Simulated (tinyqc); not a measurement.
Against temperature: two-band model of a narrow-gap semiconductor with electrons and holes. Computed by tinyqc, a small Python program. Command: `OMP_NUM_THREADS=1 python tinyqc.py 3009142 3009143 out.jsonl bipolar walk`. One thread of a shared host (Intel(R) Xeon(R) Processor @ 2.30GHz), about 0.04 s of CPU time with the checks.

Two parabolic bands with acoustic scattering (r = -1/2, a = 0), a gap that does not change with T, and fully ionised dopants. Melting is ignored, so values above the melting point are formal, and kappa_L does not change with T. eta_n = (E_F - E_c)/(k_B T), eta_p = -eta_n - E_g/(k_B T).

Inputs (values chosen for the exercise, modelled on InAs):
```
quantity,value,unit
electron mass m_n,0.025,m_0
hole mass m_p,0.41,m_0
"electron mobility parameter mu_300,n",30000,cm^2/(V s)
"hole mobility parameter mu_300,p",460,cm^2/(V s)
temperature exponent p,1.5,-
band gap E_g,0.36,eV
net doping N,1.4e+18,1/cm^3
lattice thermal conductivity kappa_L,21,W/(m K)
```

Doping: p-type.

Constants: k_B = 8.617333262e-05 eV/K; m_0 = 9.1093837015e-31 kg; k_B = 1.380649e-23 J/K; hbar = 1.054571817e-34 J s; e = 1.602176634e-19 C.

Method:
- With x = E/(k_B T), a = alpha k_B T (0 for a parabolic band), G = x (1 + a x), D = 1 + 2 a x and <y> = int y f (1 - f) dx, f = 1/(1 + exp(x - eta)): tau = tau_0 G^r/D; transport function s = G^(3/2 + r)/D^2; n = N_0 <G^(3/2)> with N_0 = (2 m k_B T)^(3/2)/(3 pi^2 hbar^3).
- Integrals over x = E/(k_B T) use 160 Gauss-Legendre points in u = sqrt(x) from 0 to sqrt(max(eta, 0) + 32).
- sigma = e mu_0 N_0 <s> with mu_0 = e tau_0/m = mu_300 (T/300 K)^(-p); |S| = (k_B/e)(<x s>/<s> - eta); Lorenz number L = (k_B/e)^2 (<x^2 s>/<s> - (<x s>/<s>)^2); kappa_e = L sigma T; zT = S^2 sigma T/(kappa_L + kappa_e).
- Neutrality: p - n = N, with n = N_0(m_n) <x^(3/2)> at eta_n and p = N_0(m_p) <x^(3/2)> at eta_p.
- Both bands together (these totals replace the one-band zT): sigma = sigma_n + sigma_p; S = (sigma_p |S_p| - sigma_n |S_n|)/sigma; kappa_bip = (sigma_n sigma_p/sigma)(|S_n| + |S_p|)^2 T; kappa_e = (L_n sigma_n + L_p sigma_p) T; zT = S^2 sigma T/(kappa_L + kappa_e + kappa_bip); weak-field R_H = (r_p sigma_p^2/p - r_n sigma_n^2/n)/(e sigma^2), where the Hall factors r_n and r_p are <x^(3/2)> <x^(1/2)>/<s>^2.

The same sample:
```
T (K),n (1/cm^3),p (1/cm^3),sigma (S/cm),S (microvolt/K),kappa_bip (W/(m K)),zT,R_H (cm^3/C)
150,3.7933e+04,1.4000e+18,202.74,223.44,4.4651e-11,7.2132e-03,5.094
200,1.0224e+08,1.4000e+18,135.17,258.17,6.3445e-08,8.5631e-03,5.143
250,1.3538e+10,1.4000e+18,98.13,285.68,5.1924e-06,9.5176e-03,5.171
300,3.8800e+11,1.4000e+18,75.33,308.41,1.0161e-04,1.0219e-02,5.182
350,4.5744e+12,1.4000e+18,60.15,327.53,8.7527e-04,1.0737e-02,5.123
400,3.0685e+13,1.4000e+18,49.50,342.89,4.5017e-03,1.1068e-02,4.687
500,4.9018e+14,1.4005e+18,36.40,348.86,4.5988e-02,1.0511e-02,-2.689
600,3.4186e+15,1.4034e+18,31.57,265.10,2.0292e-01,6.2706e-03,-37.156
750,2.6132e+16,1.4261e+18,43.52,-28.13,5.5765e-01,1.1954e-04,-81.874
900,1.0374e+17,1.5037e+18,86.11,-173.16,6.6679e-01,1.0667e-02,-46.358
1050,2.6812e+17,1.6681e+18,153.99,-189.17,6.6943e-01,2.6395e-02,-22.118
1200,5.2389e+17,1.9239e+18,230.39,-177.23,6.8155e-01,3.9255e-02,-12.047
```

What follows from these numbers?

Among the rows where S keeps the majority sign, zT is largest at 400 K and |S| at 500 K. Among these rows sigma is least at 600 K; at higher T thermal pairs outweigh the falling mobility. R_H changes sign between 400 and 500 K. S changes sign between 600 and 750 K. kappa_bip reaches 0.682 W/(m K) at the last row, 0.0325 times kappa_L.

Extremes, crossings and ranges named in words are read from the listed rows.
